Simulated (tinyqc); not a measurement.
Ways to converge the cycle: SCF convergence aids in the sto-6g basis, for BeH2, spin multiplicity 1. Computed by the program tinyqc with PySCF. RHF with one setting changed at a time; a run stops when the energy changes by less than 1e-09 hartree and the error matrix is below 1e-5. The start is random orbitals. Damping d keeps d of the old density; a shift (hartree) raises the virtual levels; DIIS n extrapolates F over n matrices.

Geometry (angstrom):
```
atom       x        y       z
Be    0.0000   0.0000  0.0000
H     0.0000   1.6170  0.0090
H     0.0000  -1.6170  0.0090
```

lowest restricted solution found by these runs and by PySCF = -15.661100 hartree

Largest element of the error matrix X^T (FDS - SDF) X:
```
iteration    plain  damping 0.3  damping 0.6  shift 0.4   DIIS 3   DIIS 8
1          4.0e+00      4.0e+00      4.0e+00    4.0e+00  4.0e+00  4.0e+00
2          3.7e-01      1.3e+00      2.4e+00    6.1e-01  3.7e-01  3.7e-01
3          4.7e-02      4.9e-01      1.5e+00    2.3e-01  4.4e-02  4.4e-02
4          2.2e-02      1.8e-01      9.4e-01    2.5e-01  2.0e-02  2.0e-02
5          1.1e-02      7.0e-02      6.0e-01    2.2e-01  4.0e-03  3.5e-03
6          5.6e-03      2.7e-02      3.8e-01    1.7e-01  5.2e-04  4.2e-04
8          1.5e-03      6.7e-03      1.6e-01    8.8e-02  2.0e-05  1.2e-05
10         3.8e-04      2.8e-03      6.6e-02    4.5e-02  3.2e-07        -
14         2.5e-05      5.2e-04      1.2e-02    1.1e-02        -        -
20               -      4.2e-05      1.5e-03    1.5e-03        -        -
30               -            -      1.6e-04    4.8e-05        -        -
45               -            -      6.0e-06          -        -        -
```

How each run ends:
```
run          iterations  E (hartree)         state
plain                16   -15.661100  lowest found
damping 0.3          24   -15.661100  lowest found
damping 0.6          46   -15.661100  lowest found
shift 0.4            35   -15.661100  lowest found
DIIS 3               10   -15.661100  lowest found
DIIS 8                9   -15.661100  lowest found
```

What does the comparison show, and why?

6 of 6 runs reach the lowest restricted solution found, in 9 to 46 iterations (fastest: DIIS 8). Plain steps already contract here, so damping only slows them. DIIS 3 and DIIS 8 gain by cancelling the error over several earlier matrices, much as a quasi-Newton step does.
